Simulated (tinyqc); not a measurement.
Current of a Schottky diode by thermionic-emission-diffusion theory, and its read-back from I-V-T and C-V data: one step, computed by the program tinyqc.

Full ionisation, no tunnelling, no recombination current. V is the voltage across the junction itself, forward positive.

Task: Barrier at the given bias. N_c(T) = N_c (T/300 K)^(3/2); V_bi = phi_0 - (k_B T/e) ln(N_c(T)/N); surface field F = sqrt(2 e N (V_bi - V - k_B T/e)/(eps eps_0)); image lowering d_phi = sqrt(e F/(4 pi eps eps_0)); effective barrier phi = phi_0 - d_phi.

Inputs (values chosen for the exercise, modelled on n-type GaN):

| quantity | value | unit |
|---|---|---|
| Richardson constant A* | 25.6 | A/(cm^2 K^2) |
| effective density of states at 300 K, N_c | 2.3e+18 | 1/cm^3 |
| permittivity eps | 9.7 | - |
| mobility mu | 830 | cm^2/(V s) |
| barrier without image force phi_0 | 1.08 | eV |
| doping N | 3.4e+16 | 1/cm^3 |
| junction voltage V | 0.44 | V |
| temperature T | 423 | K |

Barrier: uniform.

Constants: k_B = 8.617333262e-05 eV/K; e = 1.602176634e-19 C; eps_0 = 8.8541878128e-12 F/m.

Give: built-in voltage V_bi; surface field F; image lowering; effective barrier phi.

Result:

built-in voltage V_bi = 0.90760 V

surface field F = 73.954 kV/cm

image lowering = 33.134 meV

effective barrier phi = 1.0469 eV
